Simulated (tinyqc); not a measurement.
Implant damage, amorphisation by cascade overlap, and solid-phase epitaxial regrowth: one step, computed by the program tinyqc.

Range and width of the damage are inputs. Dynamic annealing enters only through the surviving share f.

Problem. Damage left below the interface. Displaced atoms per area beyond the lower edge z2: f nu Q (1/2) erfc((z2 - R_d)/(sqrt2 s_d)); they are not removed by regrowth.

Inputs (values chosen for the exercise, modelled on antimony ions in germanium):

| quantity | value | unit |
|---|---|---|
| depth of the damage peak R_d | 33 | nm |
| width of the damage profile s_d | 18 | nm |
| share of defects that survive f | 0.49 | - |
| dose Q | 5.6e+14 | 1/cm^2 |

lower edge = 74.17045 nm

displacements per ion nu = 1888.688

Give: share of the damage beyond z2; displaced atoms beyond z2.

Solution.

share of the damage beyond z2 = 0.01109

displaced atoms beyond z2 = 5.748e+15 1/cm^2
